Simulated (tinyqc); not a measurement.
# Bandgap voltage reference from two bipolar transistors: output against temperature

Two transistors of area 1 and N carry the same current I. Is(T) = Is (T/T0)^eta exp[(Vg0 q/kB)(1/T0 - 1/T)], VBE1 = Vt ln(I/Is(T)) + I rb, VBE2 = Vt ln(I/(N Is(T))) + I rb/N. The amplifier forces I R1(T) = VBE1 - VBE2 + Vos, with R(T) = R (1 + tc (T - T0)) for both resistors, and the output is Vref = VBE1 + I R2(T). Base currents and the Early effect are neglected.

Vt = kB T/q; I = (Vt ln N + Vos)/(R1(T) - rb (1 - 1/N)).

Values chosen for this exercise; values of the order met in silicon bipolar transistors:
- T0 = 323 K (reference temperature)
- Vg0 = 1.158 V (band-gap voltage extrapolated to 0 K)
- eta = 4.4 (temperature exponent of the saturation current)
- Is = 2.6e-17 A (saturation current of the unit transistor at T0)
- N = 8 (area ratio of the second transistor)
- R1 = 26 kohm (resistor across which the difference of VBE falls, at T0)
- tc = 0 ppm/K (temperature coefficient of both resistors)
- Vos = 0 mV (offset of the amplifier)
- rb = 0 ohm (series resistance of the unit transistor)
- R2 = 235.6 kohm (output resistor at T0)

Constants: q = 1.602176634e-19 C, kB = 1.380649e-23 J/K. Results are converted to the units shown.

Output against temperature:
```
T (K)  I (uA)  VBE1 (V)  I R2 (V)  Vref (V)  Vref - Vref(T0) (mV)  dVref/dT (uV/K)
218     1.502    0.8744    0.3540     1.228                 3.285            30.08
233     1.606    0.8504    0.3783     1.229                 3.588            10.58
253     1.744    0.8179    0.4108     1.229                 3.555           -13.55
273     1.882    0.7849    0.4433     1.228                 3.058           -35.84
298     2.054    0.7431    0.4839     1.227                 1.837           -61.51
323     2.226    0.7007    0.5245     1.225                     0           -85.11
348     2.398    0.6577    0.5651     1.223                -2.404           -107.0
373     2.571    0.6141    0.6057     1.220                -5.335           -127.3
398     2.743    0.5701    0.6463     1.216                -8.757           -146.3
423     2.915    0.5257    0.6869     1.213                -12.64           -164.1
```

What does the comparison show?

VBE1 falls by 1.70 mV/K on average and I R2 rises by 1.62 mV/K. The slope of Vref vanishes at T = 242 K. Between 233 and 398 K Vref spans 12.4 mV, or 61.3 ppm/K by the box method (span over the average over T, over 165 K).

tinyqc, about 0.02 s, one thread, Intel Xeon 2.30GHz (shared host): `OMP_NUM_THREADS=1 python tinyqc.py 2062057 2062058 out.jsonl`
